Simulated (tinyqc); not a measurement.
From weight on the impurity site back to hopping t: Koster-Slater impurity in a tight-binding band, by Green functions and by supercells. Computed by tinyqc, a small Python program. Command: `OMP_NUM_THREADS=1 python tinyqc.py 3023876 3023877 out.jsonl kosterslater inv`. One thread of a shared host (Intel(R) Xeon(R) Processor @ 2.30GHz), about 0.03 s of CPU time with the checks.

One orbital per site, e(k) = -2 t sum cos(k_i) over 1 direction(s), band from -2 t to 2 t, lattice constant 1. One site has the extra energy U. Spin is left out.

Inputs (values chosen for the exercise, for a model band): impurity potential U = -1.97 eV.

Lattice: chain.

Method:
- Outside the band G0(E) = sign(E)/sqrt(E^2 - 4 t^2).
- A bound state solves 1/U = G0(E).
- Bisection in ln(distance from the edge) between 1e-5 t and |U| + t. Weight on the impurity site: -1/(U^2 dG0/dE), by a central difference with step min(1e-4 t, distance/30). Decay length along an axis: 1/arccosh(1 + distance/(2 t)).

Problem. A run gave the result below. Find the hopping t, known to lie between 0.67 and 0.9 eV.

weight on the impurity site = 0.7883082

Solution.

Each step takes the trial c = (a f_b - b f_a)/(f_b - f_a), f being the result less the target and a, b, c the logarithms of the listed values; c replaces end b, the old b replaces a if the sign of f changed, and otherwise f_a is halved.

Scan of the range:
```
hopping t (eV)  weight on the impurity site
0.670                              0.826848
0.704                              0.813566
0.739                              0.799903
0.777                              0.785128
0.816                              0.770076
0.857                              0.754424
0.900                              0.738242
```

False position (Illinois rule, in the logarithm of the input) inside the bracket:
```
step     end a     end b     trial  weight on the impurity site
1     0.739000  0.777000  0.768658                     0.788363
2     0.777000  0.768658  0.768799                     0.788308
3     0.777000  0.768799  0.768801                     0.788308
4     0.768799  0.768801  0.768800                     0.788308
```

Weight on the impurity site falls at every point of a 13-point scan of the range (every second point is shown), so one value fits; it is bracketed by 0.739 and 0.777. Answer: hopping t = 0.7688 eV.
